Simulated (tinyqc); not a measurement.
## Inductance and parasitic capacitance from two readings

Problem. A loss-free coil L in parallel with C shows the apparent inductance L/(1 - w^2 L C), w = 2 pi f. Find L, C and the self-resonance 1/(2 pi sqrt(L C)).

apparent inductance at 3.4 and 8.3 GHz (nH): 2.1003328  4.4023329

Solution. The inverse of the reading is 1/L - w^2 C, a straight line in w^2.

L = 1.900 nH
C = 110.0 fF
self-resonance = 11.01 GHz

Computed by the program tinyqc: `OMP_NUM_THREADS=1 python tinyqc.py 2302237 2302238 out.jsonl`, one thread of a shared Intel Xeon 2.30GHz, about 0.01 s for the whole run.
